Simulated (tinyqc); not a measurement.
Worked calculation: plane-wave Kohn-Sham cycle with exchange-only LDA in a layered model solid. Computed by tinyqc, a small Python program that keeps every step. Settings: points = 16, plane-wave index or count = 3, electrons = 4, k points = 4, area = 30.0, mixing = 1.0, iteration cap = 79. Command: `OMP_NUM_THREADS=1 python tinyqc.py 30862 30863 out.jsonl` (the two numbers bound the seeds that draw the settings). One thread of a shared host (Intel(R) Xeon(R) Processor @ 2.60GHz), about 0.03 s of CPU time with the checks. Later iterations appear only in the table of the cycle.

## Iteration 1: potential

A solid whose potential varies along x alone (atomic units):
```
parameter                      value
period a                   14.500000
cross-section of the cell  30.000000
electrons per cell                 4
grid points                       16
plane waves -n..n, n               3
k points                           4
V1 in V1 cos(2 pi x/a)     -0.630000
```

density at the start, on the grid x_j = j a/N (e/bohr^3): 0.009195  0.009195  0.009195  0.009195  0.009195  0.009195  0.009195  0.009195  0.009195  0.009195  0.009195  0.009195  0.009195  0.009195  0.009195  0.009195

V_H(G) = 4 pi rho(G)/G^2 for G != 0 (uniform background); v_x = -(3 rho/pi)^(1/3); V = V_ext + V_H + v_x; Fourier components f(G_m) = (1/N) sum_j f(x_j) exp(-i G_m x_j).

Potentials on the grid (hartree):
```
x          V_ext     V_H      v_x        V
0.0000   -0.6300  0.0000  -0.2063  -0.8363
0.9062   -0.5820  0.0000  -0.2063  -0.7884
1.8125   -0.4455  0.0000  -0.2063  -0.6518
2.7188   -0.2411  0.0000  -0.2063  -0.4474
3.6250         0  0.0000  -0.2063  -0.2063
4.5312    0.2411  0.0000  -0.2063   0.0348
5.4375    0.4455  0.0000  -0.2063   0.2392
6.3438    0.5820  0.0000  -0.2063   0.3757
7.2500    0.6300  0.0000  -0.2063   0.4237
8.1562    0.5820  0.0000  -0.2063   0.3757
9.0625    0.4455  0.0000  -0.2063   0.2392
9.9688    0.2411  0.0000  -0.2063   0.0348
10.8750        0  0.0000  -0.2063  -0.2063
11.7812  -0.2411  0.0000  -0.2063  -0.4474
12.6875  -0.4455  0.0000  -0.2063  -0.6518
13.5938  -0.5820  0.0000  -0.2063  -0.7884
```

V(G_m), m = 0, 1, 2, ... (hartree): -0.2063  -0.3150  0.0000  0.0000  0.0000  0.0000  0.0000

## Iteration 1: Hamiltonian at one k

k = 0.1250 2 pi / a

H(m,m') = (k + G_m)^2/2 delta + V(G_m - G_m'), with V(-G) = V(G).

H (hartree), lower triangle:
```
         -3       -2       -1       +0       +1       +2      +3
-3   0.5697
-2  -0.3150   0.1238
-1   0.0000  -0.3150  -0.1344
+0   0.0000   0.0000  -0.3150  -0.2048
+1   0.0000   0.0000   0.0000  -0.3150  -0.0875
+2   0.0000   0.0000   0.0000   0.0000  -0.3150   0.2176
+3   0.0000   0.0000   0.0000   0.0000   0.0000  -0.3150  0.7105
```

## Iteration 1: levels at that k

Diagonalise the Hermitian matrix.

eigenvalues (hartree): -0.6702  -0.3494  -0.0532  0.2220  0.3938  0.7633  0.8886

## Iteration 1: new density

Motion across x is left out: the lowest 2 band(s) hold two electrons at each of the k points (j + 1/2)/nk - 1/2. Residual R = rho(out) - rho(in); rho(new) = rho(in) + 1 R. rho(out) = 2/(a A nk) sum |psi|^2 with psi = sum c exp(i G x). Harris energy E = band energy - dV sum rho (V_H/2 + v_x) + (3/4) dV sum rho v_x with rho(in), dV = a A/N, band energy = (2/nk) sum of the filled levels.

rho(out) (e/bohr^3): 0.020938  0.023538  0.022531  0.012640  0.003691  0.000572  0.000086  0.000031  0.000008  0.000031  0.000086  0.000572  0.003691  0.012640  0.022531  0.023538

density after iteration 1 (e/bohr^3): 0.020938  0.023538  0.022531  0.012640  0.003691  0.000572  0.000086  0.000031  0.000008  0.000031  0.000086  0.000572  0.003691  0.012640  0.022531  0.023538

energy per cell = -1.831315 hartree

## Iteration 2: potential

As before.

Potentials on the grid (hartree):
```
x          V_ext      V_H      v_x        V
0.0000   -0.6300   0.9150  -0.2714   0.0135
0.9062   -0.5820   0.8516  -0.2822  -0.0127
1.8125   -0.4455   0.6435  -0.2781  -0.0801
2.7188   -0.2411   0.3063  -0.2294  -0.1641
3.6250         0  -0.0676  -0.1522  -0.2198
4.5312    0.2411  -0.3901  -0.0817  -0.2308
5.4375    0.4455  -0.6258  -0.0434  -0.2238
6.3438    0.5820  -0.7678  -0.0308  -0.2166
7.2500    0.6300  -0.8152  -0.0193  -0.2045
8.1562    0.5820  -0.7678  -0.0308  -0.2166
9.0625    0.4455  -0.6258  -0.0434  -0.2238
9.9688    0.2411  -0.3901  -0.0817  -0.2308
10.8750        0  -0.0676  -0.1522  -0.2198
11.7812  -0.2411   0.3063  -0.2294  -0.1641
12.6875  -0.4455   0.6435  -0.2781  -0.0801
13.5938  -0.5820   0.8516  -0.2822  -0.0127
```

V(G_m), m = 0, 1, 2, ... (hartree): -0.1554  0.0530  0.0302  0.0030  -0.0014  -0.0011  0.0009

## Iteration 2: Hamiltonian at one k

k = 0.1250 2 pi / a

As before.

H (hartree), lower triangle:
```
         -3       -2       -1       +0       +1      +2      +3
-3   0.6206
-2   0.0530   0.1746
-1   0.0302   0.0530  -0.0835
+0   0.0030   0.0302   0.0530  -0.1539
+1  -0.0014   0.0030   0.0302   0.0530  -0.0366
+2  -0.0011  -0.0014   0.0030   0.0302   0.0530  0.2685
+3   0.0009  -0.0011  -0.0014   0.0030   0.0302  0.0530  0.7614
```

## Iteration 2: levels at that k

As before.

eigenvalues (hartree): -0.1909  -0.1034  -0.0096  0.1828  0.2748  0.6288  0.7687

## Iteration 2: new density

As before.

rho(out) (e/bohr^3): 0.001353  0.002016  0.004347  0.008532  0.013047  0.015152  0.013836  0.011082  0.009752  0.011082  0.013836  0.015152  0.013047  0.008532  0.004347  0.002016

density after iteration 2 (e/bohr^3): 0.001353  0.002016  0.004347  0.008532  0.013047  0.015152  0.013836  0.011082  0.009752  0.011082  0.013836  0.015152  0.013047  0.008532  0.004347  0.002016

energy per cell = -1.626781 hartree

## Convergence

Stop when sqrt(dV sum R^2) is below 1e-8, dV = a A/N.

Course of the cycle:
```
iteration  E (hartree)  norm of the residual
1            -1.831315              2.06e-01
2            -1.626781              3.01e-01
3            -2.981085              3.19e-01
4            -1.821501              3.35e-01
5            -3.295539              3.36e-01
6            -1.838240              3.37e-01
7            -3.319865              3.37e-01
8            -1.839235              3.37e-01
9            -3.321309              3.37e-01
10           -1.839293              3.37e-01
11           -3.321392              3.37e-01
...                ...                   ...
69           -3.321397              3.37e-01
70           -1.839296              3.37e-01
71           -3.321397              3.37e-01
72           -1.839296              3.37e-01
73           -3.321397              3.37e-01
74           -1.839296              3.37e-01
75           -3.321397              3.37e-01
76           -1.839296              3.37e-01
77           -3.321397              3.37e-01
78           -1.839296              3.37e-01
79           -3.321397              3.37e-01
```

Not converged within 79 iterations: the residual has stopped falling: the iteration swings between two states. Reruns (cap 100 unless said): mixing 0.1: not converged; mixing 0.5, Kerker q0 1.0: converged in 89 (E = -1.05715); mixing 0.3, Pulay depth 5: converged in 16 (E = -1.05715); the original settings with a cap of 400: not converged.
